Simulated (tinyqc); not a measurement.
Worked calculation: deep level with several charge states, and Shockley-Read-Hall recombination. Values are carried at full precision from step to step, so a last printed digit may differ when a step is redone from the rounded ones.

Energies from Ev. The defect has charge states +1, 0, -1 with weights 1, gm exp((EF - E1)/kT), exp((2 EF - E1 - E2)/kT); the shares are the weights over their sum. Boltzmann carriers: n = Nc exp((EF - Eg)/kT), p = Nv exp(-EF/kT). Neutrality: p - n + Nd + Nt <q> = 0.

Constants: kB = 8.617333262e-05 eV/K.

Inputs chosen for the exercise (gap and densities of states near those of InP at this temperature; the results hold for these values, not for the real material):
```
symbol  value     unit    meaning
Eg      1.356     eV      gap
Nc      5.63e+17  1/cm^3  conduction-band density of states
Nv      1.21e+19  1/cm^3  valence-band density of states
T       300       K
E1      0.39      eV      level (+1/0) above Ev
E2      1.102     eV      level (0/-1) above Ev
gm      2                 degeneracy of the middle state, the others 1
Nt      2.3e+14   1/cm^3  defects
Nd      6.4e+14   1/cm^3  ionised shallow donors minus acceptors
E_try   1.129     eV      trial Fermi level
Et      1.102     eV      recombination level above Ev
sn      5.4e-15   cm^2    electron capture cross-section
sp_     1.7e-14   cm^2    hole capture cross-section
vth     25000000  cm/s    thermal velocity, both carriers
Nm      3.4e+15   1/cm^3  equilibrium electrons for the lifetime steps
dn      1.6e+13   1/cm^3  excess pairs
```

## Charge states at a trial Fermi level

Form the exponents, the shares, the mean charge and the residual of neutrality at EF = E_try.

exponents of the second and third weights: [28.586, 29.630]

shares: +1 0.0000, 0 0.4131, -1 0.5869

<q> = -0.5869

n, p (1/cm^3): [8.65e+13, 1.31]

residual = 4.18e+14 1/cm^3

The residual is positive, so EF must rise.

## The neutral state

Solve for EF.

EF = 1.1709 eV

shares at EF: +1 0.000, 0 0.122, -1 0.878

n = 4.38e+14 1/cm^3
p = 0.258 1/cm^3

Without the defects the majority density would be 6.40e+14 1/cm^3; with them the density of these carriers is 4.38e+14, so they compensate part of the doping. Most defects are in the state -1.

## Recombination through one level

One level at Et with degeneracy 1: tn = 1/(sn vth Nt), tp = 1/(sp_ vth Nt), n1 = Nc exp((Et - Eg)/kT), p1 = Nv exp(-Et/kT), ni^2 = n1 p1. Equilibrium n0 = Nm, p0 = ni^2/Nm; n = n0 + dn, p = p0 + dn. U = (n p - ni^2)/(tp (n + n1) + tn (p + p1)), lifetime dn/U; emission rates en = sn vth n1, ep = sp_ vth p1.

Evaluate each quantity.

tn, tp (microsecond): [0.03221, 0.01023]

n1, p1 (1/cm^3): [3.04e+13, 3.72]

U = 1.53e+21 1/(cm^3 s)
lifetime = 0.0105 microsecond

The lifetime is 1.024 times the minority capture time tp and 0.247 times tn + tp, the limit of high injection.

## Emission and generation in a depleted region

With n = p = 0 the level generates pairs at G = Nt en ep/(en + ep); generation lifetime tg = ni/G; current density e G W for a width W = 1 micrometre, e = 1.602176634e-19 C.

en, ep (1/s): [4.11e+06, 1.58e-06]

G = 3.63e+08 1/(cm^3 s)
tg = 2.93e+04 microsecond
current density = 5.82e-15 A/cm^2

The slower step, hole emission, limits the rate: en/ep = 2.6e+12.

## Checks

- U against hole capture minus emission at the steady occupation of the level (1/(cm^3 s)): both 1.528e+21.

Program tinyqc; command `OMP_NUM_THREADS=1 python tinyqc.py 1681418 1681419 out.jsonl`; about 0.01 s on one thread of a shared Intel(R) Xeon(R) Processor @ 2.30GHz.
